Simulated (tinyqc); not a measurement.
Polycrystalline film, grain-boundary barriers (Seto model): two steps of the calculation.

One-dimensional grains of size Lg with donors N; each boundary has Qt acceptor-like traps per area at one level Et below the band edge. Trapped electrons qt deplete a width w = qt/N (both sides together) and raise a barrier Vb = q N w^2/(8 eps0 eps_r). Current crosses the barriers by thermionic emission at small bias. Abrupt depletion, full ionisation, Boltzmann statistics.

Values chosen for this exercise; values close to those of polycrystalline silicon: temperature T = 300 K; relative permittivity of the semiconductor eps_r = 11.7; grain size Lg = 80 nm; trap density at a boundary Qt = 3.8e12 cm^-2; donor density N = 1.5e17 cm^-3; mobility inside a grain mg = 170 cm^2/(V s); collection velocity at the barrier vc = 5.9e6 cm/s; conduction-band density of states at T Nc = 2.8e19 cm^-3; trap level below the band edge Et = 0.39 eV.

Constants: q = 1.602176634e-19 C, kB = 1.380649e-23 J/K, Vt = kB T/q, eps0 = 8.8541878128e-14 F/cm where lengths are in cm. Results are converted to the units shown.

Question 1. Critical doping and limits of the barrier. N* = Qt/Lg; fully depleted grains have Vb = q N Lg^2/(8 eps0 eps_r), filled traps Vb = q Qt^2/(8 eps0 eps_r N); the true barrier cannot exceed the smaller.

Wanted: N*; Vb, fully depleted; Vb, traps filled.

Answer 1.

N* = 4.7500e17 cm^-3
Vb, fully depleted = 0.18559 V
Vb, traps filled = 1.8611 V

Question 2. Barrier, resistivity and effective mobility. Partly depleted grains: the density at the grain centre is n0 = N and qt = Qt/(1 + 2 (Nc/N) exp((Vb - Et)/Vt)). If that gives qt >= N Lg, the grains are fully depleted: qt = N Lg, w = Lg and n0 = 2 Nc exp((Vb - Et)/Vt)/(Qt/(N Lg) - 1). Resistivity: barriers rb = Vt exp(Vb/Vt)/(q n0 vc Lg), grain interior rg = (1 - w/Lg)/(q mg N); effective mobility 1/(q N (rb + rg)).

Give: qt; w; Vb; n0; rb; rg; effective mobility.

Answer 2.

qt = 1.2000e12 cm^-2
w = 80.000 nm
Vb = 0.18559 V
n0 = 9.5165e15 cm^-3
rb = 471.15 ohm cm
rg = 0 ohm cm
effective mobility = 0.088316 cm^2/(V s)

The grains are fully depleted, 31.6 % of the traps are filled and the barriers give 100 % of the resistivity.

Computed by the program tinyqc: `OMP_NUM_THREADS=1 python tinyqc.py 2610059 2610060 out.jsonl`, one thread of a shared Intel Xeon 2.30GHz, about 0.01 s for the whole run.
